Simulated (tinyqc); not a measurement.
Tunnelling through a thin dielectric with one trap, as a tight-binding chain, step by step. Values are carried at full precision from step to step, so a last printed digit may differ when a step is redone from the rounded ones.

Hopping -t everywhere, t = c/(m a^2), c = hbar^2/2m0; lead sites at 2t (band bottom 0), barrier sites 1 to N at 2t + phi, and site j has U besides. No voltage. Leads give S = -t exp(ika) on sites 1 and N, cos(ka) = 1 - E/(2t). T = (2 t sin(ka))^2 |G_1N|^2, G = (E - H - S)^-1. In the barrier cosh(q a) = 1 + (phi - E)/(2t).

Constants: hbar^2/2m0 = 3.80998211 eV angstrom^2; hbar = 6.58211957e-16 eV s.

Inputs chosen for the exercise (barrier and mass of the size used for SiO2 on silicon; not measured data): a = 3 angstrom (site spacing); m = 0.44 m0 (mass, the same in leads and barrier); phi = 3.34 eV (conduction edge of the barrier above that of the leads); U = -4.25 eV (extra energy on the trap site); E = 0.61 eV (electron energy); N = 10 (barrier sites); j = 4 (site of the trap).

## Scales

Form t, ka, q a, and the level of the trap in an endless barrier, Eb = phi + 2t - sqrt(4 t^2 + U^2).

t = 0.96212 eV
ka = 0.818947 rad
q a = 1.53063
Eb = 0.5989 eV

## The matrix E - H - S

Fill it in.

E - H - S (eV):
```
                    1         2         3         4         5
1   -3.99712+0.70276i   0.96212   0.00000   0.00000   0.00000
2             0.96212  -4.65423   0.96212   0.00000   0.00000
3             0.00000   0.96212  -4.65423   0.96212   0.00000
4             0.00000   0.00000   0.96212  -0.40423   0.96212
5             0.00000   0.00000   0.00000   0.96212  -4.65423
6             0.00000   0.00000   0.00000   0.00000   0.96212
7             0.00000   0.00000   0.00000   0.00000   0.00000
8             0.00000   0.00000   0.00000   0.00000   0.00000
9             0.00000   0.00000   0.00000   0.00000   0.00000
10            0.00000   0.00000   0.00000   0.00000   0.00000

           6         7         8         9                 10
1    0.00000   0.00000   0.00000   0.00000            0.00000
2    0.00000   0.00000   0.00000   0.00000            0.00000
3    0.00000   0.00000   0.00000   0.00000            0.00000
4    0.00000   0.00000   0.00000   0.00000            0.00000
5    0.96212   0.00000   0.00000   0.00000            0.00000
6   -4.65423   0.96212   0.00000   0.00000            0.00000
7    0.96212  -4.65423   0.96212   0.00000            0.00000
8    0.00000   0.96212  -4.65423   0.96212            0.00000
9    0.00000   0.00000   0.96212  -4.65423            0.96212
10   0.00000   0.00000   0.00000   0.96212  -3.99712+0.70276i
```

## Transmission

Invert the matrix; T = (2 t sin(ka))^2 |G_1N|^2.

first row of G (1/eV): -0.2456-0.04373i  -0.01291-0.002298i  0.1832+0.03262i  0.8990+0.1601i  0.1945+0.03464i  0.04210+0.007496i  0.009110+0.001622i  0.001972+0.0003520i  0.0004275+8.026e-05i  9.652e-05+3.629e-05i

T = 2.101e-08

Without the trap T is 1.74e-13: the trap changes it by a factor 1.21e+05 at this energy.

## The resonance

Resonance: the lowest eigenvalue of H + S(E), iterated until its real part equals E (40 rounds from Eb = phi + 2t - sqrt(4t^2 + U^2), the level in an endless barrier). With v the normalised squared amplitudes of that state, Gamma_L = 2 t sin(ka) v_1, Gamma_R = 2 t sin(ka) v_N; Breit-Wigner T = Gamma_L Gamma_R/((E - Er)^2 + (Gamma_L + Gamma_R)^2/4).

Find Er, the two widths, the peak height 4 Gamma_L Gamma_R/(Gamma_L + Gamma_R)^2 and the escape time hbar/(Gamma_L + Gamma_R).

Er = 0.5989 eV

widths (meV): left 0.1558, right 1.575e-05

peak height = 0.0004043
escape time = 4.22e+03 fs

squared amplitudes: 0.0001  0.0020  0.0424  0.9109  0.0424  0.0020  0.0001  0.0000  0.0000  0.0000

The nearby leads move the level 0.0 meV below its value in an endless barrier. The trap is closer to the left lead, which takes 100.0 % of the escapes.

## Checks

- T at Er from the chain against the Breit-Wigner peak: both 0.000404.
- T without trap against the closed form for a lattice barrier: both 1.742e-13.

tinyqc: `OMP_NUM_THREADS=1 python tinyqc.py 1452519 1452520 out.jsonl`; about 0.1 s, one thread, shared Intel(R) Xeon(R) Processor @ 2.30GHz.
